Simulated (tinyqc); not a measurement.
Delta-doped layer in the Thomas-Fermi potential: one step. Filling the subbands. Three cases, with inputs chosen for the exercise.

Task: At zero temperature n_i = g m_d (mu - E_i)/(2 pi c) for E_i < mu, c = hbar^2/2m0; find mu from sum n_i = N (1e13/cm^2 = 1e-3/angstrom^2).

Constants: hbar^2/2m0 = 3.80998211 eV angstrom^2.

Give: mu; n_i in the order of the list.

Case 1.

Values chosen (out of a larger set: near those of a delta-doped layer in Ge; not measured data): N = 7.8 x 1e13/cm^2 (donor sheet density).

Subbands:

| label | valleys g | m_d (m0) | E (eV) | rms z (angstrom) |
|---|---|---|---|---|
| 0 | 4 | 0.309641 | -0.152516 | 13.220 |
| 1 | 4 | 0.309641 | -0.005519 | 74.644 |

Result:

mu = -0.0036 eV

n_i in the order of the list (1e13/cm^2): 7.703  0.097

2 subbands filled in part, the lowest with 99 % of the electrons. The potential was built for a Fermi level at 0; filling its quantised levels puts mu 0.9 % of the depth below that; with so few subbands the Thomas-Fermi picture is crude, and a close match would be chance.

Case 2.

Values chosen (out of a larger set: near those of a delta-doped layer in Si; not measured data): N = 6.3 x 1e13/cm^2 (donor sheet density).

Subbands:

| label | valleys g | m_d (m0) | E (eV) | rms z (angstrom) |
|---|---|---|---|---|
| 0 | 2 | 0.195000 | -0.117631 | 5.944 |
| 0' | 4 | 0.420785 | -0.066914 | 14.039 |
| 1 | 2 | 0.195000 | -0.013706 | 22.424 |

Result:

mu = -0.0053 eV

n_i in the order of the list (1e13/cm^2): 1.830  4.333  0.137

3 subbands filled in part, the lowest with 29 % of the electrons. The potential was built for a Fermi level at 0; filling its quantised levels puts mu 1.9 % of the depth below that, which shows how nearly the two pictures agree. The fullest is 0', with 69 %.

Case 3.

Values chosen (out of a larger set: near those of a delta-doped layer in Si; not measured data): N = 1.3 x 1e13/cm^2 (donor sheet density).

Subbands:

| label | valleys g | m_d (m0) | E (eV) | rms z (angstrom) |
|---|---|---|---|---|
| 0 | 2 | 0.191000 | -0.027615 | 11.175 |
| 0' | 4 | 0.422593 | -0.013689 | 29.619 |
| 1 | 2 | 0.191000 | -0.000897 | 64.880 |

Result:

mu = -0.0012 eV

n_i in the order of the list (1e13/cm^2): 0.421  0.879  0.000

2 subbands filled in part, the lowest with 32 % of the electrons. The potential was built for a Fermi level at 0; filling its quantised levels puts mu 1.6 % of the depth below that; with so few subbands the Thomas-Fermi picture is crude, and a close match would be chance. The fullest is 0', with 68 %.

Computed by tinyqc, one run a case: `OMP_NUM_THREADS=1 python tinyqc.py N N+1 out.jsonl` with N = 1251710, 1251894, 1252312; one thread of a shared Intel(R) Xeon(R) Processor @ 2.30GHz, about 0.1 s a run at most.
